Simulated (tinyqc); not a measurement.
Comparisons within one model: trap in a gate oxide as a short-range spherical well. A value that a table varies takes the place of the one given here.

A spherical well of radius R and depth V0 below the conduction edge, one mass m, c = hbar^2/2m0. The s level at binding Et solves k cot(k R) = -kappa with k = sqrt(m (V0 - Et)/c), kappa = sqrt(m Et/c); it exists for V0 > Vc = c (pi/2R)^2/m. Outside, psi falls as exp(-kappa r)/r.

Lucovsky model (delta well, plane-wave final states, no local-field factor): sigma = (32 pi alpha c/(3 n_r m Et)) (x - 1)^(3/2)/x^3, x = h nu/Et, c = hbar^2/2m0; 1 angstrom^2 = 1e-16 cm^2.

Energies from the conduction edge of the channel. The trap level at depth x is E_T = dEc - Et - e Fox x (1 MV/cm = 0.01 eV/angstrom). An electron at the channel edge tunnels with the WKB exponent S = (4/3) sqrt(m/c) [dEc^(3/2) - (dEc - e Fox x)^(3/2)]/(e Fox), c = hbar^2/2m0; tau = t0 exp(S); the occupation is f = 1/(1 + exp((E_T - EF)/kB T)), tau_c = tau/f and tau_e = tau/(1 - f). Lattice relaxation is left out; a level below the channel edge needs phonons as well, so tau is then a lower bound, while a level above it can also empty elastically at its own energy, through a thinner barrier, faster than this tau.

Constants: hbar^2/2m0 = 3.80998211 eV angstrom^2; fine-structure constant alpha = 0.007297352564; kB = 8.617333262e-05 eV/K.

Values chosen for the exercise (near those of HfO2 on Si; shifted at random, so the results belong to these values and not to a real crystal):
```
symbol  value                                            unit       meaning
R       4                                                angstrom   radius of the well
m       0.204                                            m0         mass
fV      (1.02, 1.11, 1.26, 1.63, 2.38, 3.28, 6.62)                  V0/Vc
n_r     1.87                                                        refractive index
xs      (1.1, 1.26, 1.35, 1.78, 2.36, 2.82, 4.16, 8.21)             photon energies h nu/Et
dEc     1.48                                             eV         conduction offset to the channel
Fox     2.6                                              MV/cm      oxide field, lowering levels away from the channel
t0      0.36                                             x 1e-11 s  time constant at the interface
T       300                                              K          temperature
EF      0.09                                             eV         Fermi level above the channel edge
ds      (2, 4, 7, 10, 14, 19)                            angstrom   depths
V0      6.14                                             eV         depth of the well
x       14                                               angstrom   depth of the trap
```

## From threshold to a deep level

Et against the depth at fixed R; near threshold Et = (pi^2/16)(V0 - Vc)^2/Vc.

Results:
```
V0/Vc  V0 (eV)    Et (eV)  threshold form (eV)  1/kappa (angstrom)  share outside
1.02     2.938  0.0007004            0.0007106               163.3          0.976
1.11     3.197    0.01990              0.02150                30.6          0.879
1.26     3.629     0.1011               0.1201                13.6          0.751
1.63     4.695     0.4868               0.7051                 6.2          0.545
2.38     6.855      1.725                3.383                 3.3          0.338
3.28     9.447      3.606                9.236                 2.3          0.224
6.62    19.066      11.88                56.11                 1.3          0.090
```

What can be read from the table?

The threshold form holds to 10 % up to V0/Vc = 1.11 of those listed. There the state is mostly outside the well (98 % in the first row) and knows only Et, which is why a delta-well model works; more than half is inside from V0/Vc = 2.38 on. A second s level would need V0/Vc > 9. From V0/Vc = 6.62 on Et exceeds the gap of the host, about 5.8 eV, so those rows only show the model.

## Neutral against charged centre

Et = 1.26911 eV

Lucovsky cross-section, its shape relative to the peak, and the shape of a hydrogen-like centre relative to threshold: x^-4 exp(4 - 4 atan(e)/e)/(1 - exp(-2 pi/e)), e = sqrt(x - 1).

Results:
```
x     h nu (eV)  sigma (1e-18 cm^2)  relative to peak  hydrogen-like
1.10      1.396                4.57             0.190          0.775
1.26      1.599                12.8             0.530          0.536
1.35      1.713                16.2             0.673          0.444
1.78      2.259                23.5             0.977          0.206
2.36      2.995                23.2             0.965          0.092
2.82      3.579                21.1             0.876          0.055
4.16      5.280                15.0             0.624          0.017
8.21     10.419                6.73             0.280          0.002
```

How do the results move?

The short-range centre starts from zero, reaches half its peak at x = 1.24 and peaks at x = 2; in the last row it still has 28 % of the peak. The Coulomb centre is largest at threshold and is down to 0.2 % there. Reading the peak as the threshold would misplace the level by a factor 2, here 1.27 eV. Rows above the gap, about 5.8 eV, are hidden by band-to-band absorption.

## Depth of the trap

Each depth has its own level and time; the corner frequency is 1/(2 pi tau).

Results:
```
x (angstrom)  E_T (eV)     S  tau (s)  corner (Hz)      f
2                0.159  1.12  1.1e-11      1.4e+10  0.065
4                0.107  2.21  3.3e-11      4.8e+09  0.342
7                0.029  3.82  1.6e-10      9.7e+08  0.914
10              -0.049  5.38  7.8e-10      2.0e+08  0.995
14              -0.153  7.38  5.7e-09      2.8e+07  1.000
19              -0.283  9.75  6.2e-08      2.6e+06  1.000
```

What does this show?

tau spans 3.7 decades, one decade for each 4.20 angstrom at the start and 4.85 at the end, where the field has thinned the barrier. Traps spread evenly in depth are thus spread nearly evenly in ln tau; if levels near EF exist at every depth, this sums to 1/f noise and to charging that grows as ln t. With the single Et of this table only depths where f is neither 0 nor 1 contribute. The level crosses EF between 4 and 7 angstrom.

## What each parameter does

Et from the well, then the level and the time. Each row changes one parameter from the base and keeps the others.

Results:
```
case             Et (eV)  E_T (eV)  log10 tau (s)  ln(tau_c/tau_e)
base               1.269    -0.153          -8.24             -9.4
x = 16 angstrom    1.269    -0.205          -7.82            -11.4
Fox = 3.6 MV/cm    1.269    -0.293          -8.33            -14.8
dEc = 1.36 eV      1.269    -0.273          -8.39            -14.0
m = 0.224 m0       1.503    -0.387          -8.09            -18.5
V0 = 6.45 eV       1.462    -0.346          -8.24            -16.9
T = 350 K          1.269    -0.153          -8.24             -8.1
EF = 0.14 eV       1.269    -0.153          -8.24            -11.3
```

How do the results move?

The largest shifts from the base row, up to three for each result and ties (the steps differ in size, so this ranks the rows, not the parameters). Et (eV): m +0.234, V0 +0.193; unchanged at the printed digits by x, Fox, dEc, T and EF. E_T (eV): m -0.234, V0 -0.193, Fox -0.140; unchanged at the printed digits by T and EF. log10 tau (s): x +0.42, m +0.15, dEc -0.15; unchanged at the printed digits by V0, T and EF. ln(tau_c/tau_e): m -9.1, V0 -7.5, Fox -5.4.

Run: tinyqc, `OMP_NUM_THREADS=1 python tinyqc.py 1251460 1251461 out.jsonl`; Intel(R) Xeon(R) Processor @ 2.30GHz, one thread, shared host; about 0.01 s of CPU time with all checks.
